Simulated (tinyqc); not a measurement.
Inside a calculation: effective mass of the light-hole band from tabulated energies. Values are carried at full precision from step to step, so a last printed digit may differ when a step is redone from the rounded ones.

c = hbar^2/2m0. A uniform scatter of up to 0.3 meV has been added to mimic numerical noise.
Constants: hbar^2/2m0 = 3.80998211 eV angstrom^2; kB = 8.617333262e-05 eV/K.

Values chosen for the exercise (out of a larger set: band of an eight-band Kane model near GaSb; not measured data): T = 300 K (temperature).

## Finite differences

Energies along [100], from the band edge downward:
```
k (1/angstrom)   E (meV)
0.00000           0.0000
0.00620           3.4066
0.01240          12.9011
0.01860          28.7315
0.02480          49.3221
0.03100          74.3694
0.03720         102.8633
0.04340         133.7854
0.04960         166.6585
```

reference mass (curvature of the model at k = 0.0001 1/angstrom) = 0.04388 m0

The band is even in k. m = c k^2/E(k) from the points 1, 2, 4 (k = 0 is point 0); Richardson from points 1 and 2: c/m = [16 E(k1) - E(k2)]/(12 k1^2).

m from points 1, 2, 4 (m0): [0.04299, 0.04541, 0.04751]

m by Richardson = 0.04224 m0

Errors against the reference: -2.02, +3.49 and +8.28 % and -3.73 %. The extrapolation does not help: a scatter of 0.3 meV is 9 % of the first energy, and the formula weights that point by 4/3.

## Least squares over all points

Fit E = a k^2 (a = sum k^2 E/sum k^4), then E = a k^2 + b k^4 from the normal equations; E in eV; m = c/a.

sums of k^4, k^6, k^8: [1.2962e-05, 2.5388e-08, 5.3896e-11]

sums of k^2 E, k^4 E: [0.00091820, 1.7714e-06]

a, one term = 70.839 eV angstrom^2

a and b, two terms: [83.54, -6484]

m, one and two terms (m0): [0.05378, 0.04561]

The parabola over all points errs by +22.6 % because the weights k^4 favour the outer points; the second term brings the error to +3.9 %.

## The non-parabolic form

E (1 + alpha E) = c k^2/m means that y = c k^2/E is a straight line in E with intercept m and slope m alpha. Fit the line by unweighted least squares over points 1 to 8, E in eV.

y (m0): [0.04299, 0.04541, 0.04588, 0.04751, 0.04923, 0.05126, 0.05364, 0.05624]

m = 0.04362 m0
alpha = 1.731 1/eV

The intercept errs by -0.59 %. The scatter of the first points, divided by small energies, tilts an unweighted line. For this band the scale of alpha is set by Dso = 0.762 eV as well as by the gap.

## Which mass for which use

From the fitted m and alpha: momentum mass at energy E, m (1 + 2 alpha E); curvature mass m (1 + 2 alpha E)^3; thermal factors to first order in alpha kT: density of states Nc (1 + 15 alpha kT/4), conductivity mass m (1 + 5 alpha kT). Take E = 3 kT/2.

alpha kT = 0.0447
momentum mass = 0.04948 m0
curvature mass = 0.06365 m0
factor on Nc = 1.1678
thermal conductivity mass = 0.05338 m0

alpha kT is small, so first order serves. For a warped valence band one direction does not stand for the whole band.

## Checks

- Two-term fit by normal equations against a least-squares routine: both 83.5399.

(tinyqc, `OMP_NUM_THREADS=1 python tinyqc.py 1850457 1850458 out.jsonl`, Intel(R) Xeon(R) Processor @ 2.30GHz, 1 thread, shared host, about 0.01 s.)
